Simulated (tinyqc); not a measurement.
Regular and subregular solution with a miscibility gap: one step, computed by the program tinyqc.

Per mole of mixing sites: G(x) = x (1 - x) [L0 + L1 (1 - 2x)] + R T [x ln x + (1 - x) ln(1 - x)], x the fraction of B.

Question. Coherent spinodal. The spinodal is G'' = 0, R T_s(x) = x (1 - x) [2 L0 + 6 L1 (1 - 2x)]; the critical point is its maximum. If the lattice stays coherent, G'' gains 2 eta^2 Y V_m (eta = d ln a/dx, Y the biaxial modulus, E/(1 - nu) if isotropic), which is L0 replaced by L0 - eta^2 Y V_m (1 GPa cm^3/mol = 1 kJ/mol); the program reports 0 if the result is below its cutoff 3.5 |L1|.

Inputs (values chosen for the exercise, for a model alloy): asymmetry L1 = 0.56 kJ/mol; coherency modulus Y = 115 GPa; molar volume V_m = 26 cm^3/mol.

eta = 0.008

L0 = 10.3 kJ/mol

Constants: R = 8.314462618 J/(mol K).

Give: eta^2 Y V_m; top of the coherent spinodal.

Answer.

eta^2 Y V_m = 0.19136 kJ/mol

top of the coherent spinodal = 612.0 K
